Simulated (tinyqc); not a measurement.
Mobility of a non-polar semiconductor in the relaxation-time approximation. Changing the temperature T. Computed by tinyqc, a small Python program. Command: `OMP_NUM_THREADS=1 python tinyqc.py 3000003 3000004 out.jsonl rta sweep`. One thread of a shared host (Intel(R) Xeon(R) Processor @ 2.30GHz), about 0.04 s of CPU time with the checks.

Each valley is treated as a sphere of mass m_d for states and rates, with one isotropic relaxation time; the conductivity mass m_c sets the current.

Inputs (values chosen for the exercise, modelled on electrons in germanium): longitudinal mass m_l = 1.56 m_0; transverse mass m_t = 0.0823 m_0; equivalent valleys Z = 4; static permittivity eps_s = 16; density rho = 5323 kg/m^3; sound velocity v_l = 5350 m/s; acoustic deformation potential D_A = 11 eV; phonon energy hbar w = 33.3 meV; optical or intervalley deformation potential D_o = 4.5 1e8 eV/cm; final valleys Z_f = 3; carrier density n = 2.8e+17 1/cm^3; compensation ratio C = 0.38; neutral impurity density N_n = 7.6e+15 1/cm^3.

Band: parabolic. Impurity formula: Brooks-Herring. Further scattering: neutral impurities.

Constants: k_B = 8.617333262e-05 eV/K; m_0 = 9.1093837015e-31 kg; e = 1.602176634e-19 C; hbar = 1.054571817e-34 J s; eps_0 = 8.8541878128e-12 F/m; k_B = 1.380649e-23 J/K; hbar = 6.582119569e-16 eV s.

Method:
- m_d = (m_l m_t^2)^(1/3); 1/m_c = (1/m_l + 2/m_t)/3; Hall mass factor A = 3 K_m (K_m + 2)/(2 K_m + 1)^2, K_m = m_l/m_t; N_I = n (1 + C)/(1 - C).
- Parabolic band: E = hbar^2 k^2/(2 m), speed v = hbar k/m, states per spin, volume and energy g(E) = m k/(2 pi^2 hbar^2). Here m = m_d. Masses are multiplied by m_0 and all formulas are in SI units.
- The reduced Fermi level eta = E_F/(k_B T) solves n = 2 Z int g f dE with f = 1/(1 + exp(x - eta)) (Z = 1 unless valleys are given); screening length L_s = sqrt(eps_s eps_0 k_B T/(e^2 dn/deta)), dn/deta = 2 Z int g f (1 - f) dE.
- Integrals over x = E/(k_B T) use 160 Gauss-Legendre points in u = sqrt(x) from 0 to sqrt(max(eta, 0) + 32).
- Phonon occupation N_q = 1/(exp(hbar w/(k_B T)) - 1).
- Acoustic deformation potential (elastic, equipartition, absorption and emission together): 1/tau = 2 pi k_B T D_A^2 g(E)/(hbar rho v_l^2).
- Optical or intervalley deformation potential: 1/tau = (pi Z_f D_o^2/(rho w)) [N_q g(E + hbar w) + (N_q + 1) g(E - hbar w)], with g = 0 below the band edge.
- Each optical term is multiplied by (1 - f(E'))/(1 - f(E)), E' the final energy, for Pauli blocking.
- Singly charged impurities, momentum relaxation: 1/tau = N_I e^4 m (1 + 2 alpha E) Phi/(8 pi (eps_s eps_0)^2 hbar^3 k^3), with alpha = 0 for a parabolic band.
- Brooks-Herring: Phi = ln(1 + b) - b/(1 + b), b = 4 k^2 L_s^2.
- Neutral impurities (Erginsoy): 1/tau = 20 N_n a_B hbar/m, a_B = 4 pi eps_s eps_0 hbar^2/(m e^2).
- mu = (m_d/m_c) (2 Z e/(3 n k_B T)) int g v^2 tau f (1 - f) dE.
- Averages over x are split at the emission threshold x_0 = hbar w/(k_B T): 64 Gauss-Legendre points in sqrt(x) below it and 128 in sqrt(x - x_0) above it, up to x = max(eta, 0) + 32.
- Rates are added at each energy before the average. With <y> = int g v^2 y f (1 - f) dE: Hall factor r_H = A (3 n k_B T/(2 Z m_d)) <tau^2/(1 + 2 alpha E)>/<tau>^2 (alpha = 0 for a parabolic band); Hall mobility r_H mu; |S| = (k_B/e) (<x tau>/<tau> - eta); resistivity 1/(n e mu).
- Matthiessen's rule adds 1/mu of the separate processes.

One run for each value; columns: (1) temperature T (K); (2) drift mobility mu (cm^2/(V s)); (3) acoustic mobility (cm^2/(V s)); (4) ionised impurity mobility (cm^2/(V s)); (5) optical mobility (cm^2/(V s)); (6) Hall factor r_H; (7) excess of Matthiessen's rule over the full mu (%):
```
(1)     (2)    (3)    (4)         (5)      (6)     (7)
60   2013.3  66703   2258  9.9551e+06  0.91649   3.682
79   2057.0  44762   2443  1.9597e+06  0.93559   7.225
100  2122.3  31691   2735  6.2360e+05  0.93218  12.200
140  2192.5  19282   3411  1.6135e+05  0.90286  22.487
230  2069.9   9216   5192  3.4532e+04  0.84316  37.553
310  1823.3   5902   6945  1.6642e+04  0.81706  38.967
410  1512.0   3885   9294  9.2240e+03  0.80563  33.736
530  1206.6   2646  12301  5.6701e+03  0.80625  26.188
700   899.6   1744  16855  3.4820e+03  0.81657  18.123
```

Give the missing row, temperature T (K) = 180.

Computed row; columns: (1) temperature T (K); (2) drift mobility mu (cm^2/(V s)); (3) acoustic mobility (cm^2/(V s)); (4) ionised impurity mobility (cm^2/(V s)); (5) optical mobility (cm^2/(V s)); (6) Hall factor r_H; (7) excess of Matthiessen's rule over the full mu (%):
```
(1)     (2)    (3)   (4)         (5)      (6)     (7)
180  2175.1  13277  4171  6.9709e+04  0.87212  31.142
```

Interpolating between the two neighbouring rows (the first column on a logarithmic scale, the others too where they are positive) misses most in excess of Matthiessen's rule over the full mu (%), by 6.4 %. Over the rows, drift mobility mu (cm^2/(V s)) goes from 2010 through a maximum among these rows, 2190 at 140, to 900; acoustic mobility (cm^2/(V s)) falls from 66700 to 1740 (exponent d ln y / d ln x about -1.5 throughout); ionised impurity mobility (cm^2/(V s)) rises from 2260 to 16900 (exponent d ln y / d ln x 0.29 between the first rows and 1.1 between the last). The exponent of acoustic mobility stays between -1.50 and -1.45, near -1.5: the T^(-3/2) law of acoustic scattering in a classical gas. The lowest separate mobility among these three is impurity from 60.0 to 230, acoustic from 310 to 700 K. Neutral impurities scattering, not listed, also enters mu. Matthiessen's rule errs most, by 39 %, at 310 K.

Caution (all rows): Erginsoy's formula holds for k a_B below about 0.5 and for dopants that stay neutral, which means low temperature; elsewhere it is only a rough constant rate. Caution (rows 60.0, 79.0, 100): n is taken as given; at low temperature (in diamond even at 300 K) real dopants can freeze out, which changes n and N_I.

Extremes, crossings and ranges named in words are read from the listed rows.
